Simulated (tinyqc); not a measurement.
From one set of inputs to another, one input at a time: atomic layer deposition: Langmuir saturation, growth per cycle and coating of deep features. Computed by tinyqc, a small Python program. Command: `OMP_NUM_THREADS=1 python tinyqc.py 3030336 3030337 out.jsonl ald ladder`. One thread of a shared host (Intel(R) Xeon(R) Processor @ 2.30GHz), about 0.04 s of CPU time with the checks.

Precursor A sticks only on free sites, so a long enough pulse saturates; co-reactant B then frees the sites again.

The inputs printed are set A. Set A is modelled on zinc oxide from diethylzinc and water; the values taken over come from a set modelled on silicon dioxide from an aminosilane and ozone. Inputs not listed in the table keep their values of set A, so the rows need not describe a real material.

Inputs (values chosen for the exercise, modelled on zinc oxide from diethylzinc and water):
```
quantity                                  value      unit
precursor mass M                            124         u
site density q                              6.3    1/nm^2
growth per cycle at saturation G            1.8  angstrom
sticking probability beta on free sites   0.066         -
precursor pressure p                         23        Pa
temperature T                               175         C
pulse time t                             0.0073         s
co-reactant completion per pulse c_B      0.999         -
desorption energy E_d                      1.46        eV
purge time t_p                              2.1         s
aspect ratio a                               40         -
```

Feature: round hole.

Constants: u = 1.6605390666e-27 kg; k_B = 1.380649e-23 J/K; k_B = 8.617333262e-05 eV/K.

Method:
- Wall flux F = p/sqrt(2 pi M k_B T); rate of filling k_a = beta F/q; desorption k_d = 1e13 exp(-E_d/(k_B T)) per second. 1/m^2 = 1e-18/nm^2.
- Temperatures in kelvin are T(C) + 273.15.
- One cycle from coverage th0: pulse A gives th1 = th_s + (th0 - th_s) exp(-(k_a + k_d) t), th_s = k_a/(k_a + k_d); the purge leaves th2 = th1 exp(-k_d t_p); pulse B converts c_B th2 into film and leaves th3 = (1 - c_B) th2. Growth = G c_B th2.
- The periodic state has th0 = th3: th0 = (1 - c_B) e_p th_s (1 - e_a)/(1 - (1 - c_B) e_p e_a), with e_a = exp(-(k_a + k_d) t), e_p = exp(-k_d t_p).
- Share of impinging molecules used = q (th1 - th0)/(F t).
- Diffusion-limited filling (Gordon) of a round hole of diameter w: a saturation front at depth z needs dz/dt = D_K n/(z (4q/w)), with Knudsen D_K = w c/3 and F = n c/4; including the entrance and floor terms, t = (q/F)(1 + 19a/4 + 3a^2/2). Reaction-limited filling needs ln(100)/k_a at any depth, k_a = beta F/q. Flow is molecular. The front picture holds when the modulus a sqrt(beta) is well above 1.
- Depth reached by the given pulse: solve the same formula for a. Exposure = p x diffusion-limited time; 1 langmuir = 1.33322e-4 Pa s.

Each row keeps all changes above it; columns: (1) input moved; (2) from; (3) to; (4) growth per cycle (angstrom); (5) diffusion-limited time (s); (6) time to 99 % without desorption, ln(100)/k_a (s):
```
(1)                           (2)     (3)         (4)     (5)       (6)
set A                           -       -  1.7968e+00  0.0635  0.001710
aspect ratio a                 40      48  1.7968e+00  0.0903  0.001710
site density q (1/nm^2)       6.3     2.9  1.7968e+00  0.0416  0.000787
purge time t_p (s)            2.1     1.1  1.7974e+00  0.0416  0.000787
temperature T (C)             175     325  7.3751e-03  0.0480  0.000909
pulse time t (s)           0.0073  0.0036  7.3751e-03  0.0480  0.000909
precursor mass M (u)          124     174  7.3737e-03  0.0569  0.001077
precursor pressure p (Pa)      23    0.74  2.8593e-03  1.7682  0.033481
```

Growth per cycle goes from 1.80 to 0.00286, a factor 0.00159 in all. The largest single move comes from temperature T (a factor 0.00410). Diffusion-limited time goes from 0.0635 to 1.77, a factor 27.8 in all. The largest single move comes from precursor pressure p (a factor 31.1), and site density q works against it (a factor 0.460). Time to 99 % without desorption, ln(100)/k_a goes from 0.00171 to 0.0335, a factor 19.6 in all. The largest single move comes from precursor pressure p (a factor 31.1), and site density q works against it (a factor 0.460). The single moves hold for this order of the switches; the total does not depend on the order.

Caution (rows temperature T, pulse time t, precursor mass M, precursor pressure p): many metal-organic precursors decompose at such temperatures, which adds growth left out here. Caution (rows temperature T, pulse time t, precursor mass M, precursor pressure p): desorption over the filling time (k_d t above 0.1) is ignored by the Gordon estimate. Caution (rows pulse time t, precursor mass M, precursor pressure p): common pulse valves need about 10 ms, so a pulse this short is formal.

Extremes, crossings and ranges named in words are read from the listed rows.
